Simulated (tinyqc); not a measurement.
Energy relaxation with and without hot phonons: decay of LO phonons and the hot-phonon bottleneck in the cooling of electrons. Computed by tinyqc, a small Python program. Command: `OMP_NUM_THREADS=1 python tinyqc.py 3019136 3019137 out.jsonl hotphonon walk`. One thread of a shared host (Intel(R) Xeon(R) Processor @ 2.30GHz), about 0.01 s of CPU time with the checks.

n(E, T) = 1/(exp(E/(k_B T)) - 1) is the Bose occupation. Electrons have a temperature T_e; the LO modes within their reach share one occupation N; the decay products stay at the lattice temperature.

Inputs (values chosen for the exercise, modelled on indium phosphide):
```
quantity                                             value    unit
LO energy hbar omega                                  41.8     meV
lifetime at T = 0, tau_0                                13      ps
share f of the energy in the softer product            0.2       -
lattice temperature T                                   77       K
electron mass m*                                    0.0815     m_0
eps_inf                                               9.67       -
static dielectric constant eps_s                      12.7       -
electron density n                                   7e+17  1/cm^3
density of LO modes that the electrons reach, N_m  1.3e+19  1/cm^3
```

Decay channel: two unequal phonons (Ridley).

Constants: k_B = 8.617333262e-05 eV/K; c = 299792458 m/s; e^2/(4 pi eps_0) = 14.39964548 eV angstrom; hbar^2/(2 m_0) = 3.80998212 eV angstrom^2; hbar = 6.582119569e-16 eV s; e = 1.602176634e-19 C; k_B = 1.380649e-23 J/K.

Method:
- Decay rate 1/tau = (1/tau_0) [1 + n(f hbar omega) + n((1 - f) hbar omega)].
- Full width Gamma = 1/(2 pi c tau) in 1/cm, c in cm/s.
- Froehlich coupling alpha = (e^2/(4 pi eps_0)) (1/eps_inf - 1/eps_s) k_0/(2 hbar omega), k_0 = sqrt(m* hbar omega/(hbar^2/(2 m_0))); emission time tau_sp = hbar/(2 alpha hbar omega); bottleneck ratio r = (n/N_m) tau/tau_sp.
- Net emission per electron: [(N + 1) x - N]/tau_sp with x = exp(-hbar omega/(k_B T_e)), a simple two-level balance; steady state of the modes: n [(N + 1) x - N]/tau_sp = N_m (N - N_0)/tau; power per electron P = hbar omega [(N + 1) x - N]/tau_sp.
- P(T_e) = (hbar omega/tau_sp) [(N_0 + 1) x - N_0]/[1 + r (1 - x)], and r = 0 without hot phonons; energy relaxation time tau_E = (3/2) k_B (T_e - T)/P.

emission time tau_sp = 61.9578 fs

equilibrium LO occupation N_0 = 0.00184043

bottleneck ratio r = 8.05541

phonon lifetime tau = 9.26892 ps

Cooling:
```
T_e (K)  P, cold phonons (nW)  P, hot phonons (nW)   ratio  tau_E (ps)          N
107                   0.96460              0.10755  8.9689      5.7768  0.0098555
157                    4.7304              0.54443  8.6887      3.0431   0.042414
227                    12.582               1.5524  8.1047      2.0010    0.11753
377                    29.710               4.3496  6.8306      1.4284    0.32599
577                    46.520               8.3366  5.5802      1.2421    0.62312
877                    62.086               14.039  4.4222      1.1801     1.0481
1380                   75.998               22.436  3.3874      1.2028     1.6738
2080                   85.566               31.980  2.6756      1.2971     2.3851
```

What does the comparison show, and why?

Reabsorption cuts the loss by a factor 8.97 at the lowest T_e and 2.68 at the highest; the factor is 1 + r (1 - x) with r = 8.06. tau_E runs from 5.8 to 1.3 ps, with its shortest value, 1.2 ps, at T_e = 877 K, against tau_sp = 62 fs and a phonon lifetime of 9.3 ps. For r (1 - x) much above 1 the loss tends to hbar omega (N_m/n)(n(hbar omega, T_e) - N_0)/tau, in which tau_sp no longer appears. In the coldest rows the electrons are degenerate, so (3/2) k_B (T_e - T) overstates their excess energy. Pauli blocking is left out, as are upper valleys and non-parabolic bands, which can matter above about 1000 K.

Extremes, crossings and ranges named in words are read from the listed rows.
